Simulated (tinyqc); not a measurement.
Floating body of a partially depleted SOI transistor: body voltage and kink: one step of the calculation.

Source at 0 V. Channel current Ic = 2 nf K Vt^2 [F(0) - F(Vd)](1 + la Vd), F(V) = ln^2(1 + exp((Vg - VT - nf V)/(2 nf Vt))), VT = VT0 - gb Vb. Saturation voltage Vs = 2 Vt sqrt(F(0)) + 3 Vt, excess Ve = (Vd - Vs + sqrt((Vd - Vs)^2 + 0.0004 V^2))/2, multiplication M1 = Ai Ve exp(-Bl/Ve). Each junction passes D(v) = J1 (exp(v/Vt) - 1) + J2 (exp(v/(2 Vt)) - 1). Bipolar current Ib = bb J1 (exp(Vb/Vt) - 1). The body settles where M1 (Ic + Ib) = D(Vb) + D(Vb - Vd) + Vb/Rb; drain current Id = (1 + M1)(Ic + Ib) - D(Vb - Vd).

Question. New Vb. Current into the body I_in = M1 (Ic + Ib) - D(Vb - Vd), current out I_out = D(Vb) + Vb/Rb; f = ln(I_in/I_out), s = df/dVb by central differences over 1e-5 V, Vb(new) = Vb - f/s.

Values chosen for this exercise; values of the order met in partially depleted silicon-on-insulator transistors:
- T = 330 K (temperature)
- VT0 = 0.48 V (threshold at zero body voltage)
- gb = 0.24 (fall of the threshold per volt of body voltage)
- nf = 1.43 (slope factor)
- K = 180 uA/(V^2 um) (gain factor per width)
- la = 0.09 1/V (channel-length modulation factor)
- Ai = 3.05 1/V (impact-ionisation prefactor)
- Bl = 6 V (impact-ionisation voltage)
- J1 = 1.1e-12 uA/um (diffusion saturation current of each junction)
- J2 = 1.2e-7 uA/um (recombination saturation current of each junction)
- bb = 1 (gain of the lateral bipolar transistor on the diffusion current)
- Rb = 20000 kohm um (resistance of a weak body tie to the source (1e9 stands for no tie, and the term is then dropped))
- Vg = 1.02 V (gate voltage)
- Vd = 1.7 V (drain voltage)

Constants: q = 1.602176634e-19 C, kB = 1.380649e-23 J/K, Vt = kB T/q. Results are converted to the units shown.

Vb at the start = 0.68 V

Give: Ic; Ve; M1; I_in; I_out; f; s; Vb after iteration 1.

Answer.

Ic = 35.88 uA/um
Ve = 1.123 V
M1 = 0.01638
I_in = 0.5883 uA/um
I_out = 0.07939 uA/um
f = 2.003
s = -16.83 1/V
Vb after iteration 1 = 0.7990 V

Range of the model: The multiplication law is an empirical form chosen for the exercise; self-heating and capacitive coupling to the body are left out, and the linear laws are rough once Vb passes about 0.7 V or M1 about 0.1.

Computed by the program tinyqc: `OMP_NUM_THREADS=1 python tinyqc.py 2182102 2182103 out.jsonl`, one thread of a shared Intel Xeon 2.30GHz, about 0.2 s for the whole run.
